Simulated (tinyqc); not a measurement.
Shape and dimension: spherical quantum dot.

Constants: hbar^2/2m0 = 3.80998211 eV angstrom^2.

Parameters, chosen for this exercise (near those of a non-polar GaN dot in AlN; the results hold for these values, not for the real material):
- R = 22 angstrom (radius)
- V0 = 1.959 eV (barrier height)
- mw = 0.204 m0 (mass inside)
- mb = 0.32 m0 (mass outside)

Lowest level with hard walls: film c (pi/2R)^2/mw, cylinder c (2.404826/R)^2/mw, sphere c (pi/R)^2/mw, square or cube of side a: 2 or 3 times c (pi/a)^2/mw; c = hbar^2/2m0. Finite barriers V0 with outer mass mb and psi, psi'/m continuous for film, cylinder and sphere (not separable for the square and the cube: dash).

Cases:
```
shape
"film, width 2R"
"cylinder, radius R"
square wire of equal area
"sphere, radius R"
cube of equal volume
```

Rank the cases by hard walls, lowest first.

Answer: film, width 2R, cylinder, radius R, square wire of equal area, sphere, radius R, cube of equal volume.

Lowest level (eV):
```
shape,hard walls,finite barrier
"film, width 2R",0.0952,0.0689
"cylinder, radius R",0.2232,0.1600
square wire of equal area,0.2425,-
"sphere, radius R",0.3808,0.2705
cube of equal volume,0.4397,-
```

With hard walls the levels of film, cylinder and sphere stand as 1 : 2.34 : 4.00; with the finite barrier as 1 : 2.32 : 3.93. The square lies 8.6 % above the circle of equal area and the cube 15.5 % above the sphere of equal volume: round shapes give the lowest level for a given size.

Computed by tinyqc, a small Python program: `OMP_NUM_THREADS=1 python tinyqc.py 1282525 1282526 out.jsonl` (the numbers bound the seed that draws the inputs); one thread of a shared host (Intel(R) Xeon(R) Processor @ 2.30GHz), about 0.09 s for the whole set of steps.
